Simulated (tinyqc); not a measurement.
One-electron ion in a basis of Gaussians, step by step. One step of it, computed by the program tinyqc.

Question. Matrices over normalised Gaussians. With p = a_i + a_j and I(k) = Gamma((k+1)/2) / (2 p^((k+1)/2)): S = I(2l+2), T = (2l+3) a_i a_j S / p, V = -Z I(2l+1), each divided by sqrt(S_ii S_jj).

exponents of r^l exp(-a r^2) (1/bohr^2): 0.285900  1.214000  5.156000  21.890000

Z = 3

l = 0

Give: S; T; V.

Answer.

S:
```
        1       2       3       4
1  1.0000  0.6963  0.2981  0.1072
2  0.6963  1.0000  0.6962  0.2981
3  0.2981  0.6962  1.0000  0.6963
4  0.1072  0.2981  0.6963  1.0000
```

T (hartree):
```
        1       2       3        4
1  0.4289  0.4834  0.2422   0.0907
2  0.4834  1.8210  2.0523   1.0286
3  0.2422  2.0523  7.7340   8.7174
4  0.0907  1.0286  8.7174  32.8350
```

V (hartree):
```
         1        2         3         4
1  -2.5598  -2.8866   -2.3538   -1.7084
2  -2.8866  -5.2747   -5.9481   -4.8505
3  -2.3538  -5.9481  -10.8705  -12.2585
4  -1.7084  -4.8505  -12.2585  -22.3983
```
